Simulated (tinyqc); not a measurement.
From results back to parameters: deep level as a short-range spherical well. Five cases, with inputs chosen for the exercise.

Problem. Emission rates at T and T2 were computed from hidden Et and sn.

Thermal emission e = sn v Nc exp(-Et/kB T), v = sqrt(6 c kB T/m)/hbar, Nc = 2 gv (m kB T/(4 pi c))^(3/2), c = hbar^2/2m0, one mass for both, degeneracy ratio 1; 1 angstrom = 1e-8 cm.

Constants: hbar^2/2m0 = 3.80998211 eV angstrom^2; kB = 8.617333262e-05 eV/K; hbar = 6.58211957e-16 eV s.

Case 1.

Values chosen (near those of Ge; the results hold for these values, not for the real material):
- m = 0.119 m0 (mass)
- gv = 4 (valleys)
- T = 150 K (temperature)
- T2 = 190 K (second temperature)

e(T), e(T2) (1/s): 0.004537461  2.587682

Case 2.

Values chosen (near those of Ge; the results hold for these values, not for the real material):
- m = 0.124 m0 (mass)
- gv = 4 (valleys)
- T = 300 K (temperature)
- T2 = 340 K (second temperature)

e(T), e(T2) (1/s): 4647020  1.240133e+07

Case 3.

Values chosen (near those of GaN; the results hold for these values, not for the real material):
- m = 0.207 m0 (mass)
- gv = 1 (valleys)
- T = 350 K (temperature)
- T2 = 390 K (second temperature)

e(T), e(T2) (1/s): 2321932  7726295

Case 4.

Values chosen (near those of GaAs; the results hold for these values, not for the real material):
- m = 0.069 m0 (mass)
- gv = 1 (valleys)
- T = 350 K (temperature)
- T2 = 390 K (second temperature)

e(T), e(T2) (1/s): 530.3334  3990.280

Case 5.

Values chosen (near those of Si; the results hold for these values, not for the real material):
- m = 0.248 m0 (mass)
- gv = 6 (valleys)
- T = 300 K (temperature)
- T2 = 340 K (second temperature)

e(T), e(T2) (1/s): 25984.60  173656.1

Find: Et; sn.

Solution. v Nc goes as T^2, so ln(e/T^2) against 1/T has slope -Et/kB; the intercept gives sn.

Case 1.

Et = 0.361 eV
sn = 1.7 x 1e-16 cm^2

Case 2.

Et = 0.161 eV
sn = 0.16 x 1e-16 cm^2

Case 3.

Et = 0.290 eV
sn = 4.2 x 1e-16 cm^2

Case 4.

Et = 0.530 eV
sn = 8.2 x 1e-16 cm^2

Case 5.

Et = 0.362 eV
sn = 0.73 x 1e-16 cm^2

Computed by tinyqc, one run a case: `OMP_NUM_THREADS=1 python tinyqc.py N N+1 out.jsonl` with N = 1281870, 1281871, 1282103, 1282187, 1282195; one thread of a shared Intel(R) Xeon(R) Processor @ 2.30GHz, about 0.01 s a run at most.
